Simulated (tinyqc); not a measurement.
Frequency dispersion of an accumulation capacitance by border traps, distributed model: two steps of the calculation.

Traps spread evenly through the insulator exchange electrons with the semiconductor by tunnelling, with tau(x) = t0 exp(2 ka x) at depth x from the interface. The admittance per area Y seen at depth x obeys dY/dx = -Y^2/(i w eps0 eox) + q Nb ln(1 + i w tau)/tau, with Y(0) = i w Cs and w = 2 pi f; the gate sees Y(tox) = G + i w C. Working variable y = Y/(i w), in uF/cm^2. Cox = eps0 eox/tox.

Values chosen for this exercise; permittivity close to that of hafnium oxide:
- eox = 18.8 (relative permittivity of the insulator)
- tox = 3.1 nm (insulator thickness)
- Cs = 7.7 uF/cm^2 (semiconductor capacitance in accumulation)
- Nb = 7.4e19 cm^-3 eV^-1 (density of border traps)
- ka = 5.8 1/nm (decay constant of the wave function in the insulator)
- t0 = 9e-11 s (time constant of a trap at the interface)
- f = 10000 Hz (frequency)
- xe = 1.5 nm (depth down to which the steps are taken)

Constants: q = 1.602176634e-19 C, eps0 = 8.8541878128e-14 F/cm where lengths are in cm. Results are converted to the units shown.

Question 1. Midpoint steps through the active depth. In terms of y: dy/dx = -y^2/(eps0 eox) + s(x), s = q Nb ln(1 + z)/z, z = i w tau. 8 midpoint steps of h = xe/8: y_half = y + (h/2) y'(x, y), y(new) = y + h y'(x + h/2, y_half).

Find: x; s; y.

Answer 1.

```
point   x (nm)  s (uF/(cm^2 nm))     y (uF/cm^2)
0            0    1.1856+0.0000i  7.7000+0.0000i
1      0.18750    1.1856+0.0000i  7.2925+0.0000i
2      0.37500    1.1856-0.0003i  6.9464+0.0000i
3      0.56250    1.1856-0.0023i  6.6500-0.0002i
4      0.75000    1.1852-0.0201i  6.3946-0.0014i
5      0.93750    1.1521-0.1697i  6.1726-0.0121i
6       1.1250    0.5443-0.4664i  5.9400-0.0811i
7       1.3125    0.0782-0.1610i  5.6033-0.1243i
8       1.5000    0.0091-0.0309i  5.2760-0.1218i
```

Question 2. Capacitance and conductance at the gate. Beyond xe the traps are ignored, so 1/y(tox) = 1/y(xe) + (tox - xe)/(eps0 eox); C = Re y, G/w = -Im y, loss tangent G/(w C).

y at xe = 5.2759741-0.1218470i uF/cm^2

Wanted: y at the gate; C; G/w; loss tangent.

Answer 2.

y at the gate = 3.501-0.054i uF/cm^2
C = 3.501 uF/cm^2
G/w = 0.05364 uF/cm^2
loss tangent = 0.01532

Program tinyqc, `OMP_NUM_THREADS=1 python tinyqc.py 2202133 2202134 out.jsonl`; Intel Xeon 2.30GHz, shared host, one thread, about 0.3 s.
